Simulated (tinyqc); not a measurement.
Inside a calculation. Method: RKS/LDA (VWN5) in the 6-31g basis, for H3+, spin multiplicity 1. One step of it, computed by the program tinyqc.

Task: Iteration 2: building the Kohn-Sham matrix. J_ij = sum D_kl (ij|kl); F = H + J + V_xc; E = tr D H + tr D J / 2 + E_xc + E_nn.

D after iteration 1:
```
          1H 1s     1H 2s     2H 1s     2H 2s     3H 1s     3H 2s
1H 1s  0.115478  0.122944  0.115478  0.122944  0.115453  0.122917
1H 2s  0.122944  0.130894  0.122944  0.130894  0.122918  0.130865
2H 1s  0.115478  0.122944  0.115478  0.122944  0.115453  0.122917
2H 2s  0.122944  0.130894  0.122944  0.130894  0.122918  0.130865
3H 1s  0.115453  0.122918  0.115453  0.122918  0.115428  0.122891
3H 2s  0.122917  0.130865  0.122917  0.130865  0.122891  0.130837
```

core Hamiltonian H = T + V (hartree):
```
           1H 1s      1H 2s      2H 1s      2H 2s      3H 1s      3H 2s
1H 1s  -0.957606  -0.943296  -0.140856  -0.389242  -0.141016  -0.389425
1H 2s  -0.943296  -1.083762  -0.389242  -0.671903  -0.389441  -0.672105
2H 1s  -0.140856  -0.389242  -0.957606  -0.943296  -0.141016  -0.389425
2H 2s  -0.389242  -0.671903  -0.943296  -1.083762  -0.389441  -0.672105
3H 1s  -0.141016  -0.389441  -0.141016  -0.389441  -0.957693  -0.943352
3H 2s  -0.389425  -0.672105  -0.389425  -0.672105  -0.943352  -1.083835
```

Two-electron integrals (ij|kl) in chemists' order, unique and non-zero (hartree):
```
(11|11) 1.076566   (21|11) 0.578470   (21|21) 0.329423   (22|11) 0.587396
(22|21) 0.361304   (22|22) 0.453150   (31|11) 0.033956   (31|21) 0.020782
(31|22) 0.025485   (31|31) 0.002458   (32|11) 0.095640   (32|21) 0.061822
(32|22) 0.086104   (32|31) 0.008371   (32|32) 0.037912   (33|11) 0.349785
(33|21) 0.229704   (33|22) 0.337414   (33|31) 0.033956   (33|32) 0.186304
(33|33) 1.076566   (41|11) 0.186304   (41|21) 0.107585   (41|22) 0.120648
(41|31) 0.008371   (41|32) 0.025499   (41|33) 0.095640   (41|41) 0.037912
(42|11) 0.256114   (42|21) 0.160760   (42|22) 0.211216   (42|31) 0.015500
(42|32) 0.059922   (42|33) 0.256114   (42|41) 0.059922   (42|42) 0.121457
(43|11) 0.229704   (43|21) 0.150368   (43|22) 0.218876   (43|31) 0.020782
(43|32) 0.107585   (43|33) 0.578470   (43|41) 0.061822   (43|42) 0.160760
(43|43) 0.329423   (44|11) 0.337414   (44|21) 0.218876   (44|22) 0.313362
(44|31) 0.025485   (44|32) 0.120648   (44|33) 0.587396   (44|41) 0.086104
(44|42) 0.211216   (44|43) 0.361304   (44|44) 0.453150   (51|11) 0.034008
(51|21) 0.020813   (51|22) 0.025521   (51|31) 0.001709   (51|32) 0.005552
(51|33) 0.021006   (51|41) 0.007532   (51|42) 0.013182   (51|43) 0.013710
(51|44) 0.019529   (51|51) 0.002465   (52|11) 0.095712   (52|21) 0.061867
(52|22) 0.086162   (52|31) 0.005549   (52|32) 0.021114   (52|33) 0.085120
(52|41) 0.022806   (52|42) 0.048002   (52|43) 0.055499   (52|44) 0.079494
(52|51) 0.008388   (52|52) 0.037953   (53|11) 0.021006   (53|21) 0.013710
(53|22) 0.019529   (53|31) 0.001709   (53|32) 0.007532   (53|33) 0.034008
(53|41) 0.005552   (53|42) 0.013182   (53|43) 0.020813   (53|44) 0.025521
(53|51) 0.001711   (53|52) 0.007536   (53|53) 0.002465   (54|11) 0.085120
(54|21) 0.055499   (54|22) 0.079494   (54|31) 0.005549   (54|32) 0.022806
(54|33) 0.095712   (54|41) 0.021114   (54|42) 0.048002   (54|43) 0.061867
(54|44) 0.086162   (54|51) 0.007536   (54|52) 0.036550   (54|53) 0.008388
(54|54) 0.037953   (55|11) 0.349870   (55|21) 0.229759   (55|22) 0.337481
(55|31) 0.020983   (55|32) 0.085083   (55|33) 0.349870   (55|41) 0.085083
(55|42) 0.194817   (55|43) 0.229759   (55|44) 0.337481   (55|51) 0.034008
(55|52) 0.186408   (55|53) 0.034008   (55|54) 0.186408   (55|55) 1.076566
(61|11) 0.186408   (61|21) 0.107644   (61|22) 0.120713   (61|31) 0.007525
(61|32) 0.022801   (61|33) 0.085105   (61|41) 0.036531   (61|42) 0.056762
(61|43) 0.055490   (61|44) 0.079484   (61|51) 0.008388   (61|52) 0.025530
(61|53) 0.005555   (61|54) 0.022816   (61|55) 0.095712   (61|61) 0.037953
(62|11) 0.256218   (62|21) 0.160824   (62|22) 0.211295   (62|31) 0.013169
(62|32) 0.047987   (62|33) 0.194846   (62|41) 0.056754   (62|42) 0.109390
(62|43) 0.125463   (62|44) 0.175828   (62|51) 0.015526   (62|52) 0.059975
(62|53) 0.013185   (62|54) 0.056782   (62|55) 0.256218   (62|61) 0.059975
(62|62) 0.121535   (63|11) 0.085105   (63|21) 0.055490   (63|22) 0.079484
(63|31) 0.007525   (63|32) 0.036531   (63|33) 0.186408   (63|41) 0.022801
(63|42) 0.056762   (63|43) 0.107644   (63|44) 0.120713   (63|51) 0.005555
(63|52) 0.022816   (63|53) 0.008388   (63|54) 0.025530   (63|55) 0.095712
(63|61) 0.021121   (63|62) 0.048011   (63|63) 0.037953   (64|11) 0.194846
(64|21) 0.125463   (64|22) 0.175828   (64|31) 0.013169   (64|32) 0.056754
(64|33) 0.256218   (64|41) 0.047987   (64|42) 0.109390   (64|43) 0.160824
(64|44) 0.211295   (64|51) 0.013185   (64|52) 0.056782   (64|53) 0.015526
(64|54) 0.059975   (64|55) 0.256218   (64|61) 0.048011   (64|62) 0.109420
(64|63) 0.059975   (64|64) 0.121535   (65|11) 0.229759   (65|21) 0.150403
(65|22) 0.218917   (65|31) 0.013695   (65|32) 0.055474   (65|33) 0.229759
(65|41) 0.055474   (65|42) 0.125442   (65|43) 0.150403   (65|44) 0.218917
(65|51) 0.020813   (65|52) 0.107644   (65|53) 0.020813   (65|54) 0.107644
(65|55) 0.578470   (65|61) 0.061867   (65|62) 0.160824   (65|63) 0.061867
(65|64) 0.160824   (65|65) 0.329423   (66|11) 0.337481   (66|21) 0.218917
(66|22) 0.313409   (66|31) 0.019506   (66|32) 0.079457   (66|33) 0.337481
(66|41) 0.079457   (66|42) 0.175793   (66|43) 0.218917   (66|44) 0.313409
(66|51) 0.025521   (66|52) 0.120713   (66|53) 0.025521   (66|54) 0.120713
(66|55) 0.587396   (66|61) 0.086162   (66|62) 0.211295   (66|63) 0.086162
(66|64) 0.211295   (66|65) 0.361304   (66|66) 0.453150
```

nuclear repulsion = 1.05012738 hartree

V_xc (hartree):
```
           1H 1s      1H 2s      2H 1s      2H 2s      3H 1s      3H 2s
1H 1s  -0.408672  -0.228962  -0.019417  -0.080572  -0.019433  -0.080625
1H 2s  -0.228962  -0.252337  -0.080572  -0.144664  -0.080614  -0.144724
2H 1s  -0.019417  -0.080572  -0.408672  -0.228962  -0.019433  -0.080625
2H 2s  -0.080572  -0.144664  -0.228962  -0.252337  -0.080614  -0.144724
3H 1s  -0.019433  -0.080614  -0.019433  -0.080614  -0.408780  -0.228908
3H 2s  -0.080625  -0.144724  -0.080625  -0.144724  -0.228908  -0.252412
```

E_xc = sum of w rho eps_xc = -0.50274108 hartree

Give: Coulomb J; Kohn-Sham matrix F; total energy of this density.

Result:

Coulomb J (hartree):
```
        1H 1s   1H 2s   2H 1s   2H 2s   3H 1s   3H 2s
1H 1s  1.0117  0.6198  0.0559  0.2242  0.0560  0.2243
1H 2s  0.6198  0.7972  0.2242  0.4495  0.2243  0.4497
2H 1s  0.0559  0.2242  1.0117  0.6198  0.0560  0.2243
2H 2s  0.2242  0.4495  0.6198  0.7972  0.2243  0.4497
3H 1s  0.0560  0.2243  0.0560  0.2243  1.0117  0.6198
3H 2s  0.2243  0.4497  0.2243  0.4497  0.6198  0.7972
```

Kohn-Sham matrix F (hartree):
```
         1H 1s    1H 2s    2H 1s    2H 2s    3H 1s    3H 2s
1H 1s  -0.3546  -0.5525  -0.1043  -0.2457  -0.1044  -0.2458
1H 2s  -0.5525  -0.5389  -0.2457  -0.3670  -0.2458  -0.3672
2H 1s  -0.1043  -0.2457  -0.3546  -0.5525  -0.1044  -0.2458
2H 2s  -0.2457  -0.3670  -0.5525  -0.5389  -0.2458  -0.3672
3H 1s  -0.1044  -0.2458  -0.1044  -0.2458  -0.3548  -0.5525
3H 2s  -0.2458  -0.3672  -0.2458  -0.3672  -0.5525  -0.5390
```

total energy of this density = -1.183745 hartree
